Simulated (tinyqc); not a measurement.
Error of the time step: velocity overshoot from momentum and energy balance equations after a field step. Computed by tinyqc, a small Python program. Command: `OMP_NUM_THREADS=1 python tinyqc.py 3012866 3012867 out.jsonl overshoot walk`. One thread of a shared host (Intel(R) Xeon(R) Processor @ 2.30GHz), about 0.01 s of CPU time with the checks.

At t = 0 the field jumps from 0 to F in a uniform sample. v is the drift velocity and u = w - (3/2) k_B T the excess energy per carrier.

Inputs (values chosen for the exercise, modelled on electrons in silicon except for tau_E):

| quantity | value | unit |
|---|---|---|
| effective mass m | 0.26 | m_0 |
| low-field mobility mu_0 | 1400 | cm^2/(V s) |
| saturation velocity v_s | 0.94 | 1e7 cm/s |
| energy relaxation time tau_E | 0.29 | ps |
| field after the step F | 9.3 | kV/cm |
| lattice temperature T | 300 | K |
| time step dt | 11 | fs |

Scheme: explicit Euler.

Constants: m_0 = 9.1093837015e-31 kg; e = 1.602176634e-19 C; k_B = 8.617333262e-05 eV/K.

Method:
- dv/dt = e F/m - v/tau_m(u), du/dt = e F v - u/tau_E, tau_m(u) = tau_0/(1 + c u), tau_0 = m mu_0/e, c = mu_0/(e tau_E v_s^2); this choice gives the steady state v (1 + mu_0 F v/v_s^2) = mu_0 F, which saturates at v_s. Steady velocity v = 2 mu_0 F/(1 + sqrt(1 + 4 (mu_0 F/v_s)^2)); u = e F v tau_E; carrier temperature T + 2u/(3 k_B), neglecting the drift energy m v^2/2.
- Step: v_new = v + dt (e F/m - v/tau_m(u)), u_new = u + dt (e F v - u/tau_E). Start v = u = 0; the distance adds dt (v + v_new)/2.
- The peak velocity is recomputed with dt/2 and dt/4 and by an adaptive Runge-Kutta method (tolerance 1e-9).

tau_0 = 206.957 fs

acceleration e F/m = 0.00629116 1e7 cm/s per fs

c = 54.6354 1/eV

steady velocity = 0.660046 1e7 cm/s

Peak velocity:

| step | v_peak (1e7 cm/s) | error (%) |
|---|---|---|
| dt | 0.81842 | 1.4292 |
| dt/2 | 0.81247 | 0.6910 |
| dt/4 | 0.80964 | 0.3413 |
| adaptive | 0.80689 | 0.0000 |

What follows from these numbers?

The explicit scheme puts the peak 1.43 % too high; halving dt divides the error by 2.07, as a first-order method should.

Extremes, crossings and ranges named in words are read from the listed rows.
